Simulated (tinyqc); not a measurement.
Inside a calculation. Model: MOS capacitor on an n-type substrate, surface potential from the exact charge relation.

Program tinyqc, `OMP_NUM_THREADS=1 python tinyqc.py 2060054 2060055 out.jsonl`; Intel Xeon 2.30GHz, shared host, one thread, about 0.01 s. Printed values are rounded.

Uniform n-type substrate, Boltzmann statistics, full ionisation, classical densities. psi is the surface potential against the body (positive when the bands bend down) and u = -psi/Vt. Traps are spread evenly over the gap and neutral at flat band, so their charge is -q Dit psi; the minority quasi-Fermi level is shifted by Vb.

Parameters, values chosen for the exercise; band and dielectric values close to those of silicon:

| symbol | value | unit | meaning |
|---|---|---|---|
| T | 350 | K | temperature |
| Eg | 1.13 | eV | band gap |
| eps_r | 11.9 |  | relative permittivity |
| Nc | 3.57e19 | cm^-3 | conduction-band density of states at T |
| Nv | 3.4e19 | cm^-3 | valence-band density of states at T |
| chi | 4.11 | eV | electron affinity |
| N | 3.8e17 | cm^-3 | donor density of the substrate |
| eox | 3.9 |  | relative permittivity of the gate insulator (close to silicon dioxide) |
| tox | 19 | nm | insulator thickness |
| phiM | 4.56 | eV | gate work function |
| Nf | 5.4e10 | cm^-2 | fixed charge at the interface, in units of q |
| Dit | 0 | cm^-2 eV^-1 | density of interface traps |
| Vb | 1.5 | V | reverse bias of the inversion layer against the body |
| Vg | -1.76 | V | gate voltage against the body |

Constants: q = 1.602176634e-19 C, kB = 1.380649e-23 J/K, Vt = kB T/q, eps0 = 8.8541878128e-14 F/cm where lengths are in cm. Results are converted to the units shown.

## Flat band, threshold and scales

ni = sqrt(Nc Nv) exp(-Eg/(2 Vt)), Eg in volts; phiF = Vt ln(N/ni); Cox = eps0 eox/tox; Vfb = phiM - chi - Vt ln(Nc/N) - q Nf/Cox; Q0 = sqrt(2 eps0 eps_r q N Vt); r = (ni/N)^2 exp(-Vb/Vt); VT = Vfb - [(2 phiF + Vb)(1 + q Dit/Cox) + sqrt(2 eps0 eps_r q N (2 phiF + Vb))/Cox].

ni = 2.549363e11 cm^-3
phiF = 0.4287239 V
Cox = 0.1817439 uF/cm^2
Vfb = 0.2653840 V
Q0 = 62.20572 nC/cm^2
r = 1.133044e-34
VT = -5.118079 V

## Starting value

psi = Vg - Vfb, limited to the range from +4 Vt to -(2 phiF + Vb + 4 Vt).

psi at the start = -2.025384 V

## Iteration 1: Newton step for the surface potential

u = -psi/Vt; F^2 = exp(-u) + u - 1 + r (exp(u) - u - 1); Qs = +sign(u) Q0 F; Cs = -dQs/dpsi = (Q0/Vt) |1 - exp(-u) + r (exp(u) - 1)|/(2 F). f = Vfb + psi + (q Dit psi - Qs)/Cox - Vg, f' = 1 + (Cs + q Dit)/Cox, psi(new) = psi - f/f'.

u = 67.15316
F = 8.133460
Qs = 505.9477 nC/cm^2
Cs = 0.1267918 uF/cm^2
f = -2.783851 V
f' = 1.697640
psi after iteration 1 = -0.3855485 V

## Iteration 2: Newton step for the surface potential

As before.

u = 12.78316
F = 3.432661
Qs = 213.5311 nC/cm^2
Cs = 0.3004189 uF/cm^2
f = 0.4649340 V
f' = 2.652980
psi after iteration 2 = -0.5607983 V

## Iteration 3: Newton step for the surface potential

As before.

u = 18.59370
F = 4.194484
Qs = 260.9209 nC/cm^2
Cs = 0.2458560 uF/cm^2
f = 0.02893397 V
f' = 2.352761
psi after iteration 3 = -0.5730961 V

## Course of the Newton iteration

Stop when the step is below 1e-10 V, or after 60 iterations.

Course of the iteration:
```
iteration	psi before the step (V)	f (V)	step (V)
1	-2.025384	-2.78	1.64
2	-0.3855485	0.465	-0.175
3	-0.5607983	0.0289	-0.0123
4	-0.5730961	9.53e-5	-4.08e-5
5	-0.5731369	1.02e-9	-4.38e-10
6	-0.5731369	0	0
```

Converged in 6 iterations.

## Charges, field and capacitances at the solution

converged psi = -0.5731369 V

u = -psi/Vt; F^2 = exp(-u) + u - 1 + r (exp(u) - u - 1); Qs = +sign(u) Q0 F; Cs = -dQs/dpsi = (Q0/Vt) |1 - exp(-u) + r (exp(u) - 1)|/(2 F). Low frequency: 1/C_LF = 1/Cox + 1/(Cs + q Dit). High frequency, in the simple estimate in which traps and minority carriers do not follow: 1/C_HF = 1/Cox + 1/Cd, Cd being Cs with r = 0 at the same psi. Minority sheet density N_inv = (Q0/(2 q)) int_0^u r (exp(t) - 1)/F(t) dt for u > 0. Oxide field |Qs - q Dit psi + q Nf|/(eps0 eox).

Qs = 263.9370 nC/cm^2
N_inv = 9.561382e-16 cm^-2
oxide field = 0.7893954 MV/cm
Cs = 0.2430465 uF/cm^2
C_LF/Cox = 0.5721564
C_HF/Cox = 0.5721564

The surface is in depletion (borders at |psi| = 0, phiF + Vb and 2 phiF + Vb = 2.36 V).
